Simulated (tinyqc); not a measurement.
Boltzmann transport in a parabolic band with a power-law relaxation time: sweeps and comparisons. A value that a table varies takes the place of the one given here.

F_j(eta) = (1/Gamma(j + 1)) integral_0^infinity x^j dx/(1 + exp(x - eta)), which tends to exp(eta) for eta << 0.

tau = tau0 x^r with x = E/kT. With K_j = Gamma(j + 1) F_j(eta): <tau> = tau0 (r + 3/2) K_(r+1/2)/((3/2) K_(1/2)); mu = <tau>/(mc m0/e), m0/e = 5.685630e-12 kg/C; Hall factor rH = (3/2) K_(1/2) (2r + 3/2) K_(2r+1/2)/((r + 3/2) K_(r+1/2))^2; Seebeck S = -(kB/e) [(r + 5/2) K_(r+3/2)/((r + 3/2) K_(r+1/2)) - eta]; Lorenz number L = (kB/e)^2 [(r + 7/2) K_(r+5/2)/((r + 3/2) K_(r+1/2)) - ((r + 5/2) K_(r+3/2)/((r + 3/2) K_(r+1/2)))^2]; kB/e in V/K. Valley anisotropy is left out of rH.

n = N F_1/2(eta) with N = 2 (m kB T/(4 pi c))^(3/2) with c = hbar^2/2m0, in 1/angstrom^3; times 1e24 for 1/cm^3, m = md.

Constants: kB = 8.617333262e-05 eV/K; hbar^2/2m0 = 3.80998211 eV angstrom^2.

Parameters, chosen for this exercise (masses near those of Si; tau0 is set for a mobility of the usual size at this n, kL is a free input; freeze-out and phonon drag, which matter near 77 K, are left out; not measured data): ta = 330 fs (acoustic tau at E = kT and 300 K); ti = 14 fs (impurity tau at E = kT and 300 K); mc = 0.2618 m0 (conductivity mass); md = 1.069 m0 (density-of-states mass); tau0 = 2.9 fs (tau at E = kT); r = 1.5 (exponent of tau); T = 500 K; kL = 67 W/(m K) (lattice thermal conductivity); n = 1.3e+19 1/cm^3 (electron density).

## The scattering mechanism

eta = -1.44722

Same eta for each exponent.

Results:
```
r                                     mechanism  <tau>/tau0     rH  S (microvolt/K)  L (1e-8 W ohm/K^2)
-0.5                           acoustic phonons       0.730  1.164           -306.4               1.524
0.0                  a constant relaxation time       1.000  1.000           -348.4               1.874
0.5   polar optical or piezoelectric scattering       1.538  1.098           -390.3               2.228
1.5                          ionised impurities       4.740  1.874           -474.2               2.950
```

From r = -1/2 to 3/2 |S| grows by 167.8 microvolt/K, against 2 kB/e = 172.3 in the non-degenerate limit: scattering that favours fast electrons raises the mean energy carried. rH is 1 only for constant tau and reaches 1.874 for r = 3/2; L spans 1.524 to 2.950 against the metallic 2.443.

## Mobility against temperature (two scattering mechanisms together, and the Matthiessen rule)

Non-degenerate electrons. 1/tau(x) = x^(1/2)/tA + 1/(tI x^(3/2)), x = E/kT, with tA = ta (T/300)^(-3/2) and tI = ti (T/300)^(3/2) (the screening logarithm is held fixed). <tau> = integral x^(3/2) tau exp(-x) dx/Gamma(5/2); mu = <tau>/(mc m0/e), m0/e = 5.685630e-12 kg/C. Matthiessen: 1/mu = 1/muA + 1/muI with <tau>A = tA Gamma(2)/Gamma(5/2), <tau>I = tI Gamma(4)/Gamma(5/2).

rH = <tau^2>/<tau>^2. ta and ti are inputs of their own, not tied to tau0.

Mobilities (cm^2/(V s)):
```
T (K)  acoustic  impurity  Matthiessen  exact     rH  Matthiessen/exact
40     3.43e+04      20.7         20.7   20.6  1.927              1.001
60     1.86e+04      38.0         37.9   37.7  1.913              1.005
80     1.21e+04      58.5         58.2   57.5  1.888              1.011
120    6.59e+03       107          106    102  1.803              1.035
160    4.28e+03       165          159    148  1.690              1.074
220    2.66e+03       267          242    209  1.517              1.157
300    1.67e+03       425          338    265  1.337              1.277
400    1.08e+03       654          408    294  1.197              1.385
550         672  1.05e+03          410    289  1.093              1.421
```

The exact mobility peaks at 400 K of those listed. The two mechanisms are equal between 400 and 550 K. The rule overestimates everywhere, most at 550 K (by 42 %), since impurities stop the slow electrons and phonons the fast ones. rH runs between 1.093 and 1.927; the pure limits are 1.178 and 1.933, and the mixture dips below both, since the opposite energy slopes of the two rates leave tau nearly constant. Optical and intervalley phonons, left out, lower real mobilities above about 150 K.

## What moves the coefficients

sigma = e n mu with e = 1.602176634e-19 C; ZT = S^2 sigma T/(kL + L sigma T). Each row changes one parameter from the base and keeps the others.

Results:
```
case                mu (cm^2/(V s))  sigma (S/cm)  S (microvolt/K)      ZT
base                          92.34         192.3           -474.2  0.0321
md = 1.39 m0                  90.90         189.3           -508.7  0.0364
mc = 0.3403 m0                71.04         148.0           -474.2  0.0247
n = 2.6e+19 1/cm^3            96.79         403.2           -412.8  0.0508
tau0 = 4.35 fs                138.5         288.5           -474.2  0.0481
kL = 33.5 W/(m K)             92.34         192.3           -474.2  0.0640
T = 550 K                     91.75         191.1           -486.7  0.0370
```

The largest shifts from the base row, up to three for each result and ties (the steps differ in size, so this ranks the rows, not the parameters). mu (cm^2/(V s)): tau0 +46.2, mc -21.3, n +4.45; unchanged at the printed digits by kL. sigma (S/cm): n +211, tau0 +96.2, mc -44.4; unchanged at the printed digits by kL. S (microvolt/K): n +61.4, md -34.5, T -12.6; unchanged at the printed digits by mc, tau0 and kL. ZT: kL +0.0319, n +0.0187, tau0 +0.0160. The row for T keeps tau0 fixed; for phonon scattering tau0 itself falls as T rises.

Program tinyqc; command `OMP_NUM_THREADS=1 python tinyqc.py 1680616 1680617 out.jsonl`; about 0.01 s on one thread of a shared Intel(R) Xeon(R) Processor @ 2.30GHz.
